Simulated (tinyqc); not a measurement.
Shockley-Read-Hall recombination through one deep level: sweeps and comparisons. A value that a table varies takes the place of the one given here.

One level at Et with degeneracy 1: tn = 1/(sn vth Nt), tp = 1/(sp_ vth Nt), n1 = Nc exp((Et - Eg)/kT), p1 = Nv exp(-Et/kT), ni^2 = n1 p1. Equilibrium n0 = Nm, p0 = ni^2/Nm; n = n0 + dn, p = p0 + dn. U = (n p - ni^2)/(tp (n + n1) + tn (p + p1)), lifetime dn/U; emission rates en = sn vth n1, ep = sp_ vth p1.

Constants: kB = 8.617333262e-05 eV/K.

Values chosen for the exercise (gap and densities of states near those of Si at this temperature; not measured data): E1 = 0.745 eV (level (+1/0) above Ev); E2 = 0.504 eV (level (0/-1) above Ev); gm = 2 (degeneracy of the middle state, the others 1); T = 300 K; Eg = 1.124 eV (gap); Nc = 2.65e+19 1/cm^3 (conduction-band density of states); Nv = 1.13e+19 1/cm^3 (valence-band density of states); Nd = 7.8e+15 1/cm^3 (ionised shallow donors minus acceptors); Et = 0.745 eV (recombination level above Ev); Nt = 3.9e+14 1/cm^3 (defects); sn = 1.6e-14 cm^2 (electron capture cross-section); sp_ = 5.3e-15 cm^2 (hole capture cross-section); vth = 19000000 cm/s (thermal velocity, both carriers); Nm = 2e+16 1/cm^3 (equilibrium electrons for the lifetime steps); dn = 1.7e+12 1/cm^3 (excess pairs).

## Charge state against the Fermi level (deep level with several charge states)

Energies from Ev. The defect has charge states +1, 0, -1 with weights 1, gm exp((EF - E1)/kT), exp((2 EF - E1 - E2)/kT); the shares are the weights over their sum. Boltzmann carriers: n = Nc exp((EF - Eg)/kT), p = Nv exp(-EF/kT). Neutrality: p - n + Nd + Nt <q> = 0.

Shares:
```
EF (eV)     +1      0     -1     <q>
0.067    1.000  0.000  0.000   1.000
0.157    1.000  0.000  0.000   1.000
0.247    1.000  0.000  0.000   1.000
0.337    1.000  0.000  0.000   1.000
0.427    1.000  0.000  0.000   1.000
0.517    0.999  0.000  0.000   0.999
0.607    0.789  0.008  0.204   0.585
0.697    0.004  0.001  0.995  -0.992
0.787    0.000  0.000  1.000  -1.000
0.877    0.000  0.000  1.000  -1.000
0.967    0.000  0.000  1.000  -1.000
1.057    0.000  0.000  1.000  -1.000
```

What can be read from the table?

E2 lies below E1 (negative U = -0.241 eV), so the charge goes from +1 to -1 near (E1 + E2)/2 = 0.625 eV, two electrons at once; the middle state never exceeds a share of 0.00937.

## Defects against doping (deep level with several charge states)

Nt takes the listed multiples of |Nd|; the resistivity uses mobilities of 1000 (electrons) and 300 (holes) cm^2/(V s), chosen for the exercise, and e = 1.602176634e-19 C.

Neutral state:
```
Nt/|Nd|  EF (eV)  n (1/cm^3)  p (1/cm^3)  rho (ohm cm)
0.01      0.9135    7.72e+15    5.08e+03         0.808
0.10      0.9111    7.02e+15    5.59e+03         0.889
0.30      0.9046    5.46e+15    7.19e+03          1.14
0.60      0.8901    3.12e+15    1.26e+04          2.00
0.90      0.8543    7.80e+14    5.03e+04          8.00
1.10      0.6644    5.03e+11    7.80e+07      1.24e+04
1.50      0.6455    2.43e+11    1.62e+08      2.57e+04
3.00      0.6335    1.53e+11    2.57e+08      4.08e+04
10.00     0.6271    1.19e+11    3.30e+08      5.24e+04
```

How do the results move?

EF goes from 0.914 to 0.627 eV and the resistivity from 0.808 to 5.24e+04 ohm cm, with a largest value of 5.24e+04. The largest move of EF, -0.190 eV, comes between Nt/|Nd| = 0.9 and 1.1; the levels lie at 0.745 and 0.504 eV. A defect can take up to one carrier of either sign, so the doping can be cancelled no earlier than Nt = |Nd|, there only if EF lies well beyond the level that takes the carriers and otherwise at larger Nt (mean charge -0.10 in the last row).

## Lifetime against injection

Recombination:
```
dn (1/cm^3)  lifetime (microsecond)  U (1/(cm^3 s))
1.0e+11                     0.02548        3.93e+18
1.0e+12                     0.02548        3.93e+19
1.0e+13                     0.02548        3.92e+20
1.0e+14                     0.02552        3.92e+21
1.0e+15                     0.02588        3.86e+22
1.0e+16                     0.02828        3.54e+23
1.0e+17                     0.03249        3.08e+24
1.0e+18                     0.03373        2.96e+25
```

How do the results move?

The lifetime rises from 0.02548 to 0.03373 microsecond; tn + tp = 0.0339. At low injection it is tp (1 + n1/n0) + tn p1/n0 with n1/Nm = 0.00057 and p1/Nm = 1.7e-10: re-emission is negligible, so minority capture alone counts. Auger and radiative paths are left out; they cut in at the highest injections, and in a doped direct-gap crystal the radiative one counts at all injections. dn = dp neglects trapped charge, which matters where the traps hold a charge comparable with dn, at low injection and with very unequal cross sections.

## Where a level does most harm

Et takes the values listed; G = Nt en ep/(en + ep) in a depleted region; the lifetime is for dn = 1e11 1/cm^3.

Results:
```
Et (eV)  lifetime (microsecond)  G (1/(cm^3 s))
0.067                     0.382        5.50e+09
0.157                    0.0364        1.79e+11
0.247                    0.0258        5.81e+12
0.337                    0.0255        1.89e+14
0.427                    0.0255        6.14e+15
0.517                    0.0255        1.64e+17
0.607                    0.0255        2.81e+16
0.697                    0.0255        8.67e+14
0.787                    0.0255        2.67e+13
0.877                    0.0279        8.21e+11
0.967                     0.103        2.53e+10
1.057                      2.55        7.77e+08
```

What does this show?

Generation peaks where en = ep, at Eg/2 + (kT/2) ln(sp_ Nv/(sn Nc)) = 0.537 eV; the largest value listed is at 0.517 eV, and G falls by a decade for each 0.060 eV away from the peak. The lifetime is within a factor 2 of its minimum, 0.0255 microsecond, from 0.157 to 0.877 eV: recombination tolerates a wide range of Et, generation a narrow one.

## What moves lifetime and leakage

G = Nt en ep/(en + ep). Each row changes one parameter from the base and keeps the others.

Results:
```
case                  lifetime (microsecond)  G (1/(cm^3 s))
base                                 0.02548        1.35e+14
Et = 0.785 eV                        0.02553        2.88e+13
sn = 3.2e-14 cm^2                    0.02548        1.35e+14
sp_ = 1.06e-14 cm^2                  0.01274        2.71e+14
Nt = 1.95e+14 1/cm^3                 0.05096        6.77e+13
Nm = 6e+16 1/cm^3                    0.02547        1.35e+14
dn = 5.1e+12 1/cm^3                  0.02548        1.35e+14
```

How do the results move?

The largest shifts from the base row, up to three for each result and ties (the steps differ in size, so this ranks the rows, not the parameters). lifetime (microsecond): Nt +0.0255, sp_ -0.0127, Et +5.36e-05; unchanged at the printed digits by sn and dn. G (1/(cm^3 s)): sp_ +1.35e+14, Et -1.07e+14, Nt -6.77e+13; unchanged at the printed digits by sn, Nm and dn.

(tinyqc, `OMP_NUM_THREADS=1 python tinyqc.py 1650110 1650111 out.jsonl`, Intel(R) Xeon(R) Processor @ 2.30GHz, 1 thread, shared host, about 0.01 s.)
